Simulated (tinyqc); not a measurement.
From a target to a composition: alloy A(1-x)B(x) by interpolation with bowing. Two cases, with inputs chosen for the exercise.

Problem. An alloy A(1-x)B(x) has the gap E(x) = (1 - x) E_A + x E_B - C1 x (1 - x) at Gamma, C1 the first entry of C. Which x puts hc/E at the given wavelength, and what is the mismatch (a_sub - a(x))/a(x) to a substrate of A, with Vegard for a(x)?

Constants: hc = 1239.841984 eV nm.

Find: target gap; x; mismatch.

Method. Solve C1 x^2 + (E_B - E_A - C1) x + E_A - hc/wavelength = 0; the gap is monotonic in x because |E_B - E_A| > C1, so one root lies between 0 and 1. Whether Gamma is the lowest valley there, and whether such a mismatch can be grown coherently, are separate questions.

Case 1.

Values chosen (out of a larger set: A near Si, B near Ge; not measured data): a = (5.427, 5.666) angstrom (lattice constant of A, B); Eg = (4.208, 0.888) eV (gap at Gamma to the s-like level of A, B); C = (0.194, 0.188, 0) eV (bowing of the Gamma, X and L gaps).

wavelength = 339.615 nm

Solution.

target gap = 3.6507 eV
x = 0.160
mismatch = -0.700 %

Case 2.

Values chosen (out of a larger set: A near InP, B near GaP; not measured data): a = (5.868, 5.458) angstrom (lattice constant of A, B); Eg = (1.44, 2.915) eV (gap at Gamma to the s-like level of A, B); C = (0.626, 0.227, 1.037) eV (bowing of the Gamma, X and L gaps).

wavelength = 722.997 nm

Solution.

target gap = 1.7149 eV
x = 0.270
mismatch = 1.923 %

Computed by tinyqc, one run a case: `OMP_NUM_THREADS=1 python tinyqc.py N N+1 out.jsonl` with N = 1081582, 1081599; one thread of a shared Intel(R) Xeon(R) Processor @ 2.30GHz, about 0.01 s a run at most.
